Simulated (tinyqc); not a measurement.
Harmonic transition-state theory with quantum, tunnelling and friction corrections. Changing the temperature T. Computed by tinyqc, a small Python program. Command: `OMP_NUM_THREADS=1 python tinyqc.py 3009685 3009686 out.jsonl rates sweep`. One thread of a shared host (Intel(R) Xeon(R) Processor @ 2.30GHz), about 0.02 s of CPU time with the checks.

One atom hops between equivalent sites; three modes at the minimum and two real modes at the saddle are treated as harmonic, the rest of the crystal as unchanged; melting is ignored, so hot rows may lie above the melting point.

Inputs (values chosen for the exercise, modelled on interstitial oxygen in silicon):
```
quantity,value,unit
barrier E_b,2.53,eV
imaginary frequency at the saddle nu_b,8.96,THz
jump length d,1.9,angstrom
number of jump directions z,6,-
```

Lattice of sites: three-dimensional.

frequencies at the minimum (THz): [16.7, 21, 22.7]

real frequencies at the saddle (THz): [22.7, 24.4]

Constants: k_B = 8.617333262e-05 eV/K; h x 1 THz = 4.135667696 meV.

Method:
- Vineyard: nu* = product of minimum frequencies / product of real saddle frequencies; k_cl = nu* exp(-E_b/(k_B T)).
- Activation entropy S = k_B ln(nu* h/(k_B T)); for uncorrelated jumps D = z k d^2/6 and D0 = z nu* d^2/6; 1 angstrom^2 = 1e-16 cm^2.
- Quantum harmonic: k_q = (k_B T/h) [prod 2 sinh(x_i/2) (minimum) / prod 2 sinh(x_j/2) (saddle)] exp(-E_b/(k_B T)), x = h nu/(k_B T).
- Zero-point correction to the barrier = (h/2)(sum of saddle frequencies - sum of minimum frequencies).
- With u = h nu_b/(k_B T): Wigner factor 1 + u^2/24; parabolic barrier (Bell) (u/2)/sin(u/2), valid above T_c = h nu_b/(2 pi k_B); symmetric Eckart barrier: kappa = int_0^infinity P(E) exp(-(E - E_b)/(k_B T)) dE/(k_B T), P = (cosh 2a - 1)/(cosh 2a + cosh 2d), a = alpha sqrt(E/E_b), alpha = 2 pi E_b/(h nu_b), 2d = 2 sqrt(alpha^2 - pi^2/4).

One run for each value:
```
temperature T (K),classical rate k_cl (1/s),ratio k_q/k_cl,Eckart factor,classical diffusivity D (cm^2/s)
310,1.0628e-28,1.1445,1.0857,3.8367e-44
380,4.0108e-21,1.0922,1.0561,1.4479e-36
470,1.0679e-14,1.0583,1.0363,3.8551e-30
590,3.5180e-09,1.0361,1.0229,1.2700e-24
730,4.9081e-05,1.0232,1.0150,1.7718e-20
900,9.7762e-02,1.0151,1.0099,3.5292e-17
1100,3.6818e+01,1.0100,1.0066,1.3291e-14
1400,1.1219e+04,1.0062,1.0041,4.0500e-12
1700,4.5412e+05,1.0042,1.0028,1.6394e-10
```

What does the table show, and why?

Over the rows, classical rate k_cl (1/s) rises from 1.06e-28 to 454000 (exponent d ln y / d ln x 86 between the first rows and 19 between the last); ratio k_q/k_cl falls from 1.14 to 1.00 (exponent d ln y / d ln x -0.23 between the first rows and -0.010 between the last); Eckart factor falls from 1.09 to 1.00 (exponent d ln y / d ln x -0.14 between the first rows and -0.0067 between the last). The apparent barrier of the corrected rate k_cl (k_q/k_cl) kappa(Eckart) is 2.519 eV between the coldest rows and 2.528 eV between the hottest, against E_b = 2.53 eV.

Caution (rows 310, 380, 470, 590): h nu exceeds k_B T, so zero-point and tunnelling corrections to the classical rate matter.

Extremes, crossings and ranges named in words are read from the listed rows.
